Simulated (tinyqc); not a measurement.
# Worked calculation: tunnelling through a gate dielectric, WKB transmission and Tsu-Esaki current

Computed by the program tinyqc: `OMP_NUM_THREADS=1 python tinyqc.py 2540010 2540011 out.jsonl`, one thread of a shared Intel Xeon 2.30GHz, about 0.02 s for the whole run. Printed values are rounded.

Electrons leave the emitter at x = 0. Energies E (motion across the layers) are in eV from the emitter Fermi level; the collector Fermi level lies at -V and offers states at every E. No charge in the dielectric and no image force: F1 = V/t1, U = phi1 - F1 x. With C = hbar^2/(2 m0), kappa = sqrt(m (U - E)/C) where U > E and 0 elsewhere; T(E) = exp(-S), S = 2 times the integral of kappa over x.

Inputs (values chosen for the exercise); dielectric values close to those of silicon dioxide:
- T = 300 K (temperature)
- Ef = 0.22 eV (Fermi energy of the emitter above its band bottom)
- me = 0.97 m0 (emitter mass in the supply function)
- phi1 = 3.19 eV (barrier of layer 1 above the emitter Fermi level at zero bias)
- m1 = 0.48 m0 (tunnelling mass of layer 1)
- t1 = 1.9 nm (thickness of layer 1)
- V = 1.3 V (voltage across the dielectric)
- E = 0.05 eV (energy of the electron followed)
- nc = 9 (cells in each layer)
- Ea = -0.22 eV (lower end of the energy grid)
- Eb = 0.26 eV (upper end of the energy grid)
- nE = 9 (points of the energy grid)

Constants: q = 1.602176634e-19 C, kB = 1.380649e-23 J/K, hbar = 1.054571817e-34 J s, m0 = 9.1093837015e-31 kg, Vt = kB T/q, hbar^2/(2 m0) = 0.0380998212 eV nm^2. Results are converted to the units shown.

## Fields and band edges

F1 = V/t1, U = phi1 - F1 x.

F1 = 6.842105 MV/cm
U at x = t1 = 1.89 eV

## WKB exponent by the midpoint rule

Cut each layer into nc equal cells, take U and kappa at the cell centres, and sum S = 2 sum kappa h.

```
cell    x (nm)    U (eV)  kappa (1/nm)
0     0.105556  3.117778      6.216860
1     0.316667  2.973333      6.068737
2     0.527778  2.828889      5.916907
3     0.738889  2.684444      5.761077
4     0.950000  2.540000      5.600913
5     1.161111  2.395556      5.436032
6     1.372222  2.251111      5.265991
7     1.583333  2.106667      5.090273
8     1.794444  1.962222      4.908269
```

S = 21.22303
T(E) = 6.066767e-10

## WKB exponent in closed form

Each layer adds (2/F) sqrt(m/C) [G(u at its left edge) - G(u at its right edge)] to S, with u = U - E (0 where negative) and G(u) = (2/3) u^1.5. The slope follows from 1/d = -dS/dE.

S = 21.22225
T(E) = 6.071497e-10
energy d over which T(E) grows by a factor e = 0.23195 eV

The midpoint rule gives S = 21.223, so its T(E) is 0.078 % below this value. The band edge stays above E through the whole stack: direct tunnelling through a trapezoid.

## Current density on a coarse energy grid

J = J0 times the integral of T(E) N(E) dE, N = ln[(1 + exp(-E/Vt))/(1 + exp((-E - V)/Vt))], J0 = q^2 me m0 kB T/(2 pi^2 hbar^3) (times 1e-4 for A/cm^2 per eV), by Simpson's rule on nE equally spaced points from Ea to Eb.

```
point      E (eV)          T(E)            N        T(E) N
0      -0.2200000  1.955184e-10     8.510181   1.663897e-9
1      -0.1600000  2.502187e-10     6.191126   1.549135e-9
2      -0.1000000  3.211333e-10     3.888854   1.248840e-9
3      -0.0400000  4.133606e-10     1.740224  7.193401e-10
4       0.0200000  5.337015e-10    0.3793492  2.024592e-10
5       0.0800000  6.912636e-10   0.04430003  3.062300e-11
6       0.1400000  8.982945e-10  0.004437512  3.986193e-12
7       0.2000000   1.171335e-9  4.365692e-4  5.113688e-13
8       0.2600000   1.532824e-9  4.287291e-5  6.571662e-14
```

J0 = 4.058148e8 A/(cm^2 eV)
J = 0.1117855 A/cm^2

The integrand peaks at E = -0.220 eV among these points. A converged quadrature from -Ef to above the barrier gives 0.1116 A/cm^2; this grid is 0.17 % above that.
